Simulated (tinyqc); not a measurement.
The coupled modes against doping: free-carrier optics of a doped semiconductor (Drude model with one polar phonon).

eps(E) = ei [1 - Ep^2/(E^2 + i E Gam)] + (es - ei) wT^2/(wT^2 - E^2 - i E gT), with Ep^2 = 8 pi c (e^2/(4 pi eps0)) N/(m ei), c = hbar^2/2m0, N in 1/angstrom^3 (1e-24 per 1/cm^3); Gam = hbar/tau, tau = mu m m0/e with m0/e = 5.685630e-12 kg/C and mu in m^2/(V s). Energies in meV.

Constants: hbar^2/2m0 = 3.80998211 eV angstrom^2; e^2/(4 pi eps0) = 14.39964547 eV angstrom.

Inputs chosen for the exercise (mass and dielectric values near those of InP; N and mu are free inputs; interband absorption and the rise of the mass with filling are left out; the results hold for these values, not for the real material): m = 0.082 m0 (conductivity mass); ei = 9.38 (high-frequency dielectric constant); wT = 37 meV (TO phonon); es = 12.18 (static dielectric constant).

L-, L+ solve E^4 - (wL^2 + Ep^2) E^2 + Ep^2 wT^2 = 0, wL = wT sqrt(es/ei); damping left out; energies in meV.

Modes:
```
N (1/cm^3)      Ep     L-      L+  Ep sqrt(ei/es)
3.0e+16       7.33   6.41   42.31            6.44
1.0e+17      13.39  11.61   42.69           11.75
3.0e+17      23.19  19.51   43.99           20.35
6.0e+17      32.80  26.01   46.66           28.78
1.0e+18      42.34  30.48   51.39           37.16
2.0e+18      59.88  34.22   64.75           52.55
4.0e+18      84.68  35.78   87.57           74.31
1.0e+19     133.89  36.55  135.53          117.50
3.0e+19     231.90  36.86  232.81          203.51
```

wL = 42.16 meV

At low density L- follows Ep sqrt(ei/es) (6.41 against 6.44), a plasmon screened by the lattice, and L+ starts at wL. At the highest density L- has come within 0.14 meV of wT, since the carriers screen the field that lifts wL, and L+ is within 0.90 meV of Ep. The branches are closest, 20.65 meV, at 6e+17 1/cm^3 of those listed. The mass is held fixed, while in a real band it rises with filling.

Run: tinyqc, `OMP_NUM_THREADS=1 python tinyqc.py 1680206 1680207 out.jsonl`; Intel(R) Xeon(R) Processor @ 2.30GHz, one thread, shared host; about 0.01 s of CPU time with all checks.
